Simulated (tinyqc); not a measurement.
Kinetic Monte Carlo and master equation for a particle on a ring of sites with traps and bias: one step, computed by the program tinyqc.

7 sites on a ring, numbered 1 to 7. The saddle between i and i+1 lies at E0 + s b_i and site i at s eps_i; a force F tilts the landscape, with the saddle half-way.

Question. Closed form at zero force. At zero force D0 = a^2 nu exp(-E0/(k_B T)) / [<exp(-s eps/(k_B T))> <exp(s b/(k_B T))>], with means over the ring; Einstein relation v = D0 F/(k_B T); 1 angstrom = 1e-8 cm.

Inputs (values chosen for the exercise, for a model defect):
```
quantity                        value         unit
reference barrier E0             0.81           eV
scale factor s of the disorder      1            -
attempt frequency nu               10          THz
temperature T                     660            K
site spacing a                    2.4     angstrom
force F along the ring          0.038  eV/angstrom
```

Disorder: site traps.

site energies eps_i (eV): -0.097  -0.16  -0.11  0  0  -0.1  -0.17

saddle shifts b_i between sites i and i+1 (eV): 0  0  0  0  0  0  0

Constants: k_B = 8.617333262e-05 eV/K.

Give: zero-force diffusivity D0; D0 over the value without disorder; Einstein drift.

Answer.

zero-force diffusivity D0 = 4.6381e-10 cm^2/s

D0 over the value without disorder = 0.12334

Einstein drift = 0.030989 cm/s
